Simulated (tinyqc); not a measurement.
Worked calculation: shallow acceptor in the spherical four-band model. Values are carried at full precision from step to step, so a last printed digit may differ when a step is redone from the rounded ones.

Units Ry* = Ry/(g1 eps^2) and a* = a0 eps g1; mu = (6 g3 + 4 g2)/(5 g1) is the spherical heavy-light coupling and delta = (g3 - g2)/g1 the cubic term, which is left out.

Constants: Ry = 13.60569312 eV; a0 (Bohr radius) = 0.5291772105 angstrom.

Values chosen for the exercise (near those of a shallow acceptor in Si, where the small spin-orbit splitting and strong warping make this model rough; not measured data):
- g1 = 4.27 (Luttinger gamma1)
- g2 = 0.34 (gamma2)
- g3 = 1.43 (gamma3)
- eps = 12.2 (dielectric constant)
- al = (0.426, 2.56) 1/a*^2 (exponents a_i, the same for f and g)
- Dso = 0.046 eV (spin-orbit splitting)

## Units and couplings

Give Ry*, a*, mu, delta and the spherical masses 1/(g1 (1 -/+ mu)).

Ry* = 21.408 meV
a* = 27.57 angstrom
mu = 0.4656
delta = 0.2553

heavy and light mass (m0): 0.4382  0.1598

A hydrogen model with the heavy mass would bind by Ry*/(1 - mu) = 40.1 meV and with the light mass by 14.6 meV. delta/mu = 0.55: the cubic term is not small, so the spherical result is a first estimate.

## Matrices in a small basis

The ground state 1S3/2 has an L = 0 part f(r) and an L = 2 part g(r). In units of Ry* and a*, with Gaussians f_i = exp(-a_i r^2), g_i = r^2 exp(-a_i r^2), A = a_i + a_j and I(n) = Gamma((n + 1)/2)/(2 A^((n + 1)/2)): S_ff = I(2), S_gg = I(6), H_ff = (6 a_i a_j/A) I(2) - 2 I(1), H_gg = (14 a_i a_j/A) I(6) - 2 I(5), H_fg = -mu [15 I(2) - 20 a_j I(4) + 4 a_j^2 I(6)]; each function is then normalised. The split-off band is left out.

Form S and H.

S:
```
,f1,f2,g1,g2
f1,1.0000,0.5850,0,0
f2,0.5850,1.0000,0,0
g1,0,0,1.0000,0.2862
g2,0,0,0.2862,1.0000
```

H (Ry*):
```
,f1,f2,g1,g2
f1,-0.8051,-0.9994,-0.7681,-0.2198
f2,-0.9994,2.5735,-1.3211,-4.6161
g1,-0.7681,-1.3211,1.8710,0.8681
g2,-0.2198,-4.6161,0.8681,15.1966
```

## Ground state in the small basis

Solve H u = E S u for the lowest level of the acceptor; the first half of the basis is L = 0 and the second L = 2. Give E, E without the f-g block, and the L = 2 weight u_g S_gg u_g with u S u = 1.

E = -1.180 Ry*
E without coupling = -0.874 Ry*
L = 2 weight = 0.090

Without the coupling the exact value is -1, which this basis, tuned to the compact coupled state, misses by 0.126. The coupling to L = 2 takes the level to 1.18 times that exact value.

## Converged result

Converged values use 22 exponents 2.2^i, i = -7 to 14, for f and for g.
Ground and next level of the same symmetry, L = 2 weight and mean radius.

1S3/2 and 2S3/2 (Ry*): -1.248  -0.340

binding energies (meV): 26.7  7.3

L = 2 weight = 0.095
<r> = 34.2 angstrom

The small basis reaches 95 % of the binding. The ratio 1S/2S is 3.67 (4 for hydrogen). The binding is 0.58 of Dso, so the split-off band, left out here, would deepen it noticeably.

## Checks

- Level at mu = 0 against -1 Ry*: both -1.0000.
- Ground level from a second, denser basis, Ry*: both -1.248.

Program tinyqc; command `OMP_NUM_THREADS=1 python tinyqc.py 1250293 1250294 out.jsonl`; about 0.07 s on one thread of a shared Intel(R) Xeon(R) Processor @ 2.30GHz.
